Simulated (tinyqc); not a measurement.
# Which input was changed?

Model: a particle near a wafer in liquid: double-layer and van der Waals forces (DLVO), deposition barrier and removal. Computed by tinyqc, a small Python program. Command: `OMP_NUM_THREADS=1 python tinyqc.py 3113165 3113166 out.jsonl dlvo which`. One thread of a shared host (Intel(R) Xeon(R) Processor @ 2.30GHz), about 0.03 s of CPU time with the checks.

Sphere and flat wall, Derjaguin approximation, constant potentials in the linear-superposition form, no retardation and no hydration force.

Inputs (values chosen for the exercise, of the order of those for silica on silicon in water):
```
quantity                             value   unit
particle radius R                      470     nm
Hamaker constant A                 9.8e-21      J
potential of the particle psi_1        -59     mV
potential of the wafer psi_2           -12     mV
salt concentration c                0.0025  mol/L
valence z of the symmetric salt          1      -
temperature T                          298      K
dielectric constant of the liquid     78.4      -
contact distance h0                    0.3     nm
contact radius over R                 0.18      -
viscosity                             0.49  mPa s
```

Constants: e = 1.602176634e-19 C; N_A = 6.02214076e+23 1/mol; eps_0 = 8.8541878128e-12 F/m; k_B = 1.380649e-23 J/K; k_B = 8.617333262e-05 eV/K.

Method:
- kappa^2 = 2 z^2 e^2 N_A (1000 c)/(eps eps_0 k_B T); gamma_i = tanh(z e psi_i/(4 k_B T)); Z = 64 pi eps eps_0 (k_B T/(z e))^2 gamma_1 gamma_2.
- U(h) = Z R exp(-kappa h) - A R/(6 h); F(h) = -dU/dh = kappa Z R exp(-kappa h) - A R/(6 h^2), positive for repulsion.
- F = 0 reads x^2 exp(-x) = y with x = kappa h and y = A kappa/(6 Z); the left side peaks at x = 2 with 4/e^2 = 0.5413, so roots exist for smaller y: x < 2 is the barrier, x > 2 the secondary minimum.
- The barrier height is zero when U = 0 and F = 0 together: kappa h = 1 and kappa = 6 Z/(e A), e = 2.718282 here; c follows from kappa^2, with the potentials held fixed.
- Adhesion F_a = A R/(6 h0^2) [1 + a^2/(R h0)] - kappa Z R exp(-kappa h0), a the contact radius. Drag in a shear flow F_d = 1.7 x 6 pi mu R^2 G, acting at 1.4 R; rolling starts when 1.4 R F_d = a F_a. Wall shear stress = mu G.

Problem. One of these inputs alone was changed, within the range given: Hamaker constant A (4.9e-21 to 1.96e-20); potential of the particle psi_1 (-118 to -29.5); contact distance h0 (0.2 to 0.6); contact radius over R (0.09 to 0.36). Which one, and to what value?

Results:
```
run     critical concentration (mol/L)  energy at the secondary minimum (k_B T)  net adhesion F_a (pN)
before                       0.1443822                                -3.809512               441085.1
after                        0.2674858                                -2.660894               323954.2
```

Solution.

Each candidate set to reproduce critical concentration, and what it then gives:
```
candidate                                  range searched  value needed  energy at the secondary minimum (k_B T)  net adhesion F_a (pN)
Hamaker constant A (J)                4.9e-21 to 1.96e-20     7.200e-21                                  -2.6609             3.2395e+05
potential of the particle psi_1 (mV)        -118 to -29.5        -90.27                                  -3.6218             4.4094e+05
contact distance h0 (nm)                       0.2 to 0.6     no effect                                        -                      -
contact radius over R                        0.09 to 0.36     no effect                                        -                      -
```

Only Hamaker constant A fits every result: it went from 9.8e-21 to 7.20e-21 J. The next best candidate, potential of the particle psi_1, misses one result by 36 %.
